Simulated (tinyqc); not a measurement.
# Worked calculation: on-chip interconnect, size-dependent resistivity and RC delay

tinyqc, about 0.01 s, one thread, Intel Xeon 2.30GHz (shared host): `OMP_NUM_THREADS=1 python tinyqc.py 2100085 2100086 out.jsonl` Printed values are rounded.

A rectangular line between two neighbours and two ground planes. Surface and grain-boundary scattering are added to the bulk resistivity as corrections; capacitances are parallel-plate values without fringing; inductance is ignored.

Values chosen for this exercise; metal values close to those of copper: bulk resistivity rho0 = 1.66 uohm cm; bulk mean free path lam = 40.5 nm; specular share of surface scattering ps = 0; reflection coefficient of grain boundaries Rg = 0.16; grain size over the metal width gr = 1; drawn line width wd = 120 nm; aspect ratio, height over width AR = 1.6; liner on both walls and the bottom, not conducting tl = 1.5 nm; space to the neighbouring lines sp = 140 nm; dielectric height to the planes above and below hd = 130 nm; relative permittivity of the dielectric ek = 2.5; Miller factor of the neighbours Mf = 0; line length Lw = 340 um; driver resistance Rd = 3000 ohm; load capacitance Cl = 4.9 fF; time step dt = 7 ps.

Constants: eps0 = 8.8541878128e-12 F/m. Results are converted to the units shown.

## Resistivity, resistance and capacitance per length

Metal width x = wd - 2 tl, height y = AR wd - tl; grain boundaries (Mayadas-Shatzkes): al = (lam/(gr x)) Rg/(1 - Rg), g = 1/[1 - 3 al/2 + 3 al^2 - 3 al^3 ln(1 + 1/al)] - 1; surfaces (Fuchs-Sondheimer, thick limit): s = (3/8) lam (1 - ps)(1/x + 1/y); rho = rho0 (1 + g + s); r = rho/(x y); c = eps0 ek (2 wd/hd + 2 Mf AR wd/sp).

x = 117 nm
y = 190.5 nm
al = 0.0659341
g = 0.0967946
s = 0.209532
rho = 2.16850 uohm cm
r = 0.972924 ohm/um
c = 0.0408655 fF/um

rho is 1.31 times the bulk value; surfaces add more (0.210 against 0.0968). The liner takes 3.26 % of the cross-section.

## Ladder and Elmore delays

4 equal pi sections: series Rs = r Lw/4; node capacitances c Lw/4, halved at nodes 0 and 4, with Cl added to node 4; Rd feeds node 0. Elmore delay of node k: the sum, over the resistors on the path to k, of resistance times all capacitance downstream of it.

Rs = 82.6986 ohm

```
node   C (fF)  Elmore delay (ps)
0     1.73678            56.3828
1     3.47357            57.7934
2     3.47357            58.9168
3     3.47357            59.7529
4     6.63678            60.3018
```

The far-end value equals Rd (c Lw + Cl) + r Lw (c Lw/2 + Cl) for any number of pi sections; the line resistance contributes 6.50 % of it.

## Step 1: node voltages after a time step

v at t = 0, node 0 to 4 (V): 0  0  0  0  0

A 1 V step is applied behind Rd at t = 0. C dv/dt = -G v + b, with G the conductance matrix of the ladder (1/Rs between neighbours, 1/Rd added at node 0) and b = (1 V/Rd, 0, ...). Trapezoidal step: (C/dt + G/2) v(new) = (C/dt - G/2) v + b.

v at t = 1 dt, node 0 to 4 (V): 0.188315  0.146102  0.115879  0.095168  0.082267

## Step 2: node voltages after a time step

As before.

v at t = 2 dt, node 0 to 4 (V): 0.221791  0.221551  0.215512  0.208140  0.202229

## Course in time

A 1 V step is applied behind Rd at t = 0. C dv/dt = -G v + b, with G the conductance matrix of the ladder (1/Rs between neighbours, 1/Rd added at node 0) and b = (1 V/Rd, 0, ...). Trapezoidal step: (C/dt + G/2) v(new) = (C/dt - G/2) v + b. The last column solves the same ladder exactly by its modes.

Voltages (V):
```
t (ps)  node 0  node 2  node 4  node 4, exact
7.000   0.1883  0.1159  0.0823         0.0940
14.00   0.2218  0.2155  0.2022         0.1951
21.00   0.3530  0.2996  0.2814         0.2850
28.00   0.3898  0.3829  0.3671         0.3648
35.00   0.4874  0.4462  0.4353         0.4357
42.00   0.5197  0.5138  0.4992         0.4987
49.00   0.5951  0.5626  0.5553         0.5546
56.00   0.6210  0.6167  0.6043         0.6043
63.00   0.6807  0.6547  0.6494         0.6485
70.00   0.7007  0.6976  0.6876         0.6877
77.00   0.7485  0.7275  0.7235         0.7226
84.00   0.7633  0.7615  0.7535         0.7535
```

The far end of the ladder reaches 0.5 V at 42.16 ps, 0.699 of its Elmore delay (ln 2 = 0.693 for a single pole); the slowest mode has a time constant of 59.15 ps. The largest error of the trapezoidal steps at that node is 12 mV.
